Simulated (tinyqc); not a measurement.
# On-chip interconnect, size-dependent resistivity and RC delay: two studies

A rectangular line between two neighbours and two ground planes. Surface and grain-boundary scattering are added to the bulk resistivity as corrections; capacitances are parallel-plate values without fringing; inductance is ignored.

Inputs (values chosen for the exercise); metal values close to those of copper:
- rho0 = 1.66 uohm cm (bulk resistivity)
- lam = 39.3 nm (bulk mean free path)
- ps = 0 (specular share of surface scattering)
- Rg = 0.38 (reflection coefficient of grain boundaries)
- gr = 1 (grain size over the metal width)
- wd = 70 nm (drawn line width)
- AR = 1.2 (aspect ratio, height over width)
- tl = 2.3 nm (liner on both walls and the bottom, not conducting)
- sp = 140 nm (space to the neighbouring lines)
- hd = 110 nm (dielectric height to the planes above and below)
- ek = 4.2 (relative permittivity of the dielectric)
- Mf = 1 (Miller factor of the neighbours)
- Lw = 14 um (line length)
- Rd = 3900 ohm (driver resistance)
- Cl = 0.075 fF (load capacitance)
- rho2 = 5.25 uohm cm (bulk resistivity of the second metal (close to tungsten))
- lam2 = 15.7 nm (mean free path of the second metal)
- tl2 = 0.5 nm (liner of the second metal)

Constants: eps0 = 8.8541878128e-12 F/m. Results are converted to the units shown.

Each table varies one quantity; the others keep the values above.

## Delay against the space to the neighbouring lines

Metal width x = wd - 2 tl, height y = AR wd - tl; grain boundaries (Mayadas-Shatzkes): al = (lam/(gr x)) Rg/(1 - Rg), g = 1/[1 - 3 al/2 + 3 al^2 - 3 al^3 ln(1 + 1/al)] - 1; surfaces (Fuchs-Sondheimer, thick limit): s = (3/8) lam (1 - ps)(1/x + 1/y); rho = rho0 (1 + g + s); r = rho/(x y); c = eps0 ek (2 wd/hd + 2 Mf AR wd/sp). Elmore delay tE = Rd (c Lw + Cl) + r Lw (c Lw/2 + Cl); t50 is the time at which the far end of a ladder of 30 pi sections (half capacitances at both ends, Cl at the far end, a step applied through Rd) reaches half the step; line share r Lw/(Rd + r Lw); estimate 0.69 Rd (c Lw + Cl) + 0.38 r c Lw^2 + 0.69 r Lw Cl.

The same in every row: rho (uohm cm) = 3.197; r (ohm/um) = 5.984; line share of the resistance (%) = 2.103.

Results:
```
sp (nm)	c (fF/um)	tE (ps)	t50 (ps)	estimate (ps)
35	0.2258	12.76	8.860	8.815
49	0.1748	9.947	6.906	6.871
68	0.1392	7.981	5.541	5.513
130	0.09539	5.563	3.862	3.842
180	0.08204	4.826	3.351	3.333
250	0.07232	4.290	2.978	2.963
350	0.06518	3.896	2.705	2.691
```

Estimate the missing row, sp = 94 nm.

Computed row:
```
sp (nm)	c (fF/um)	tE (ps)	t50 (ps)	estimate (ps)
94	0.1138	6.579	4.567	4.544
```

With this row back in the table: As sp goes from 35 to 350, r stays at 5.98 ohm/um, c falls from 0.226 to 0.0652 fF/um and t50 falls from 8.86 to 2.70 ps. t50/tE stays at 0.694, and the estimate is within 0.52 % of t50.

## Two metals against line width

Metal width x = wd - 2 tl, height y = AR wd - tl; grain boundaries (Mayadas-Shatzkes): al = (lam/(gr x)) Rg/(1 - Rg), g = 1/[1 - 3 al/2 + 3 al^2 - 3 al^3 ln(1 + 1/al)] - 1; surfaces (Fuchs-Sondheimer, thick limit): s = (3/8) lam (1 - ps)(1/x + 1/y); rho = rho0 (1 + g + s); r = rho/(x y). The second metal has rho2, lam2 and tl2 in place of rho0, lam and tl; ps, Rg, gr and AR are shared.

Two metals against line width:
```
wd (nm)	rho, first (uohm cm)	rho, second (uohm cm)	r, first (ohm/um)	r, second (ohm/um)	ratio second/first
8	27.99	22.94	1.128e4	3601	0.3193
10	18.68	19.09	3567	1845	0.5172
13	12.85	15.70	1150	866.6	0.7533
17	9.372	13.14	417.6	412.6	0.9882
22	7.226	11.29	172.3	207.6	1.205
30	5.521	9.654	64.49	93.77	1.454
45	4.119	8.174	19.72	34.72	1.761
70	3.197	7.128	5.984	12.37	2.068
120	2.541	6.346	1.554	3.716	2.391
```

The resistivity of the first metal falls from 28.0 to 2.54 uohm cm and that of the second goes from 22.9 to 6.35 uohm cm as the line widens. The products rho0 lam, which set the size effect, are 65.2 and 82.4 uohm cm nm. The two resistances cross at wd = 17.2 nm: below it the second metal gives the lower line resistance. For widths well under the mean free path the thick-limit surface term is only a guide.

Numbers from tinyqc (`OMP_NUM_THREADS=1 python tinyqc.py 2100069 2100070 out.jsonl`; about 0.01 s on one thread of a shared Intel Xeon 2.30GHz).
